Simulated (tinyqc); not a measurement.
# Ellipsometry and reflectance of a transparent film on an absorbing substrate, step by step

Numbers from tinyqc (`OMP_NUM_THREADS=1 python tinyqc.py 2870102 2870103 out.jsonl`; about 0.01 s on one thread of a shared Intel Xeon 2.30GHz). Printed values are rounded.

Air (index 1), film, substrate with N2 = n2 - i k2; time factor exp(+i w t). q_j = sqrt(N_j^2 - sin^2 th), root with positive real part. Fresnel coefficients r_s = (q_a - q_b)/(q_a + q_b), r_p = (N_b^2 q_a - N_a^2 q_b)/(N_b^2 q_a + N_a^2 q_b). tan(Psi) exp(i Delta) = R_p/R_s, Delta taken from 0 to 360 degrees.

Parameters, values chosen for the exercise; indices close to those of aluminium oxide on silicon:

| symbol | value | unit | meaning |
|---|---|---|---|
| lam | 546.1 | nm | wavelength |
| th | 60 | degrees | angle of incidence |
| n1 | 1.656 |  | index of the transparent film |
| d | 2.6 | nm | film thickness |
| n2 | 4.086 |  | index of the substrate |
| k2 | 0.031 |  | extinction coefficient of the substrate |

## Interface coefficients and thickness period

q0, q1, q2 and the coefficients r01 and r12 for p and s; the results repeat in d with the period lam/(2 q1).

q0 = 0.5
q1 = 1.41150
q2 = 3.99317-0.03172i
r01,p = -0.0144945
r01,s = -0.476851
r12,p = 0.365494-0.003132i
r12,s = -0.477692+0.003065i
period = 193.447 nm

## Psi, Delta and reflectances

beta = 2 pi d q1/lam, X = exp(-2 i beta), R = (r01 + r12 X)/(1 + r01 r12 X) for p and s.

beta = 0.0422243 rad
X = 0.996436-0.084348i
R_p = 0.351269-0.034304i
R_s = -0.776818+0.022244i
Psi = 24.4254 degrees
Delta = 176.063 degrees
|R_p|^2 = 0.124567
|R_s|^2 = 0.603942

The bare substrate gives Psi = 24.41 and Delta = 179.60 degrees.
